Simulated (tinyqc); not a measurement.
CMOS inverter, nodal equation and switching: course of the iteration: output voltage by Newton steps.

An n-channel pull-down (bn, VTn) and a p-channel pull-up (bp, VTp) share the input Vin and the output node Vout, which carries the load C. Transistor (EKV form, voltages against the body): I = 2 n b Vt^2 [F(vp - Vs) - F(vp - Vd)] from drain to source, F(v) = ln^2(1 + exp(v/(2 Vt))), vp = (Vg - VT + sg |Vd - Vs|)/n. n-channel bodies are at 0; for the p-channel device all voltages are counted down from Vdd. b in uA/V^2 gives I in uA. Static: In = Ip. Transient: C dVout/dt = Ip - In. No velocity saturation, no gate capacitance beyond C.

f = In - Ip at (Vin, Vout); G = df/dVout by a central difference with +/- 1e-6 V; Vout(new) = Vout - f/G.

Stop when Vout changes by less than 1e-9 V, or after 30 iterations.

Parameters, values chosen for the exercise: temperature T = 300 K; supply voltage Vdd = 0.7 V; slope factor n = 1.22; drain-induced barrier lowering sg = 0.033; n-channel threshold VTn = 0.37 V; p-channel threshold (magnitude) VTp = 0.31 V; gain factor of the pull-down transistor bn = 630 uA/V^2; gain factor of the pull-up transistor bp = 820 uA/V^2; input voltage Vin = 0.3 V.

Constants: q = 1.602176634e-19 C, kB = 1.380649e-23 J/K, Vt = kB T/q. Results are converted to the units shown.

Vout at the start = 0.35 V

Course of the iteration:
```
iteration  Vout (V)  |change| (V)
1           2.25625          1.91
2           1.44495         0.811
3           1.04123         0.404
4          0.843107         0.198
5          0.749525        0.0936
6          0.709521        0.0400
7          0.698577        0.0109
8          0.697707       8.70e-4
9          0.697702       4.84e-6
10         0.697702      1.49e-10
```

Did this iteration meet its convergence test, and what does its course show?

Yes. Converged in 10 iterations. At the end the number of correct digits about doubles with each step. On the way 6 iterate(s) lie more than 5 mV outside the rails, the first at 2.26 V, before the steps return.

Computed by the program tinyqc: `OMP_NUM_THREADS=1 python tinyqc.py 2340161 2340162 out.jsonl`, one thread of a shared Intel Xeon 2.30GHz, about 0.06 s for the whole run.
